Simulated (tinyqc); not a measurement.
Hydrogen passivation and dissociation of interface defects with a spread of activation energies: one step, computed by the program tinyqc.

Active defects P react as P + H2 -> HP + H and HP -> P + H; released atomic hydrogen is removed. All defects start active. Activation energies are normally distributed, independently for the two reactions.

Problem. Sites at the mean energies. a = k_f0 [H2] exp(-E_f/k_B T), b = k_d0 exp(-E_d/k_B T); the active share of one kind of site is b/(a + b) + (a/(a + b)) exp(-(a + b) t).

Inputs (values chosen for the exercise, for a model interface):
```
quantity,value,unit
mean passivation energy E_f,1.58,eV
prefactor k_f0,7.1e-08,cm^3/s
mean dissociation energy E_d,2.94,eV
prefactor k_d0,1.7e+13,1/s
dissolved hydrogen [H2],2.7e+18,cm^-3
anneal temperature T,750,K
anneal time t,1800,s
```

Ambient: hydrogen.

Constants: k_B = 8.617333262e-05 eV/K.

Give: passivation rate a; dissociation rate b; active share, single energy; steady active share, single energy.

Solution.

passivation rate a = 4.629 1/s

dissociation rate b = 2.982e-07 1/s

active share, single energy = 6.442e-08

steady active share, single energy = 6.442e-08
